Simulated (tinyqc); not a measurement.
# Step height from the transmission

Question. A single step up from edge 0 (mass mL) to edge U (mass mS) transmits T(E) = 4 vL vR/(vL + vR)^2 with v = k/m, k = sqrt(m (E - edge)/C), C = hbar^2/(2 m0). It is known that vR < vL. Find vR/vL and U.

Inputs (values chosen for the exercise):
- mL = 0.048 m0 (mass in the left lead)
- E = 0.389 eV (electron energy)
- mS = 0.11 m0 (mass beyond the step)

T(E) = 0.88964078

Answer. The reflection amplitude is sqrt(1 - T(E)) = (1 - y)/(1 + y) with y = vR/vL < 1, and y^2 = (E - U) mL/(E mS).

vR/vL = 0.5013
U = 0.1650 eV

Computed by the program tinyqc: `OMP_NUM_THREADS=1 python tinyqc.py 2560015 2560016 out.jsonl`, one thread of a shared Intel Xeon 2.30GHz, about 0.01 s for the whole run.
